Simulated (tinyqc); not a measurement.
Worked calculation: plane-wave Kohn-Sham cycle with exchange-only LDA in a layered model solid. One step of it, computed by the program tinyqc.

Task: Iteration 1: Hamiltonian at one k. H(m,m') = (k + G_m)^2/2 delta + V(G_m - G_m'), with V(-G) = V(G).

A solid whose potential varies along x alone (atomic units):
```
parameter                      value
period a                    6.600000
cross-section of the cell  16.000000
electrons per cell                 2
grid points                       16
plane waves -n..n, n               3
k points                           3
V1 in V1 cos(2 pi x/a)     -0.150000
```

V(G_m), m = 0, 1, 2, ... (hartree): [-0.262490, -0.075000, 0.000000, 0.000000, 0.000000, 0.000000, 0.000000]

k = 0.000000 2 pi / a

Give: H.

Result:

H (hartree), order -3, -2, -1, +0, +1, +2, +3:
```
[[3.816, -0.075, 0.000, 0.000, 0.000, 0.000, 0.000],
 [-0.075, 1.550, -0.075, 0.000, 0.000, 0.000, 0.000],
 [0.000, -0.075, 0.191, -0.075, 0.000, 0.000, 0.000],
 [0.000, 0.000, -0.075, -0.262, -0.075, 0.000, 0.000],
 [0.000, 0.000, 0.000, -0.075, 0.191, -0.075, 0.000],
 [0.000, 0.000, 0.000, 0.000, -0.075, 1.550, -0.075],
 [0.000, 0.000, 0.000, 0.000, 0.000, -0.075, 3.816]]
```
